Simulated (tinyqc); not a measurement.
Capacitance measurement on a leaky thin oxide: effects of series resistance and leakage: one step of the calculation.

The device is a capacitance C in parallel with a leakage conductance G, in series with Rs and Ls. An impedance meter reports either a parallel pair (Cp, Gp) from Y = 1/Z = Gp + i w Cp or a series pair (Cs, Rm) from Z = Rm + 1/(i w Cs); w = 2 pi f, dissipation D = Gp/(w |Cp|).

Problem. What the meter reports. Z = Rs + i w Ls + 1/(G + i w C).

Inputs (values chosen for the exercise); values of the order met in thin-oxide MOS capacitors:

| symbol | value | unit | meaning |
|---|---|---|---|
| Rs | 9.2 | ohm | series resistance |
| Ls | 190 | nH | series inductance |
| f | 1e6 | Hz | measuring frequency |

C = 1.6136137 pF
G = 78.378378 uS

Wanted: Z; Cp; Gp; Cs; D.

Solution.

Z = (1.2558-0.1622i) x 1e4 ohm
Cp = 1.6101 pF
Gp = 78.325 uS
Cs = 98.120 pF
D = 7.7420

Cp is 0.22 % below C and Cs is 60.8 times it; G Rs = 7.21e-4, w C Rs = 9.33e-5 and G/(w C) = 7.73.

Numbers from tinyqc (`OMP_NUM_THREADS=1 python tinyqc.py 2022031 2022032 out.jsonl`; about 0.01 s on one thread of a shared Intel Xeon 2.30GHz).
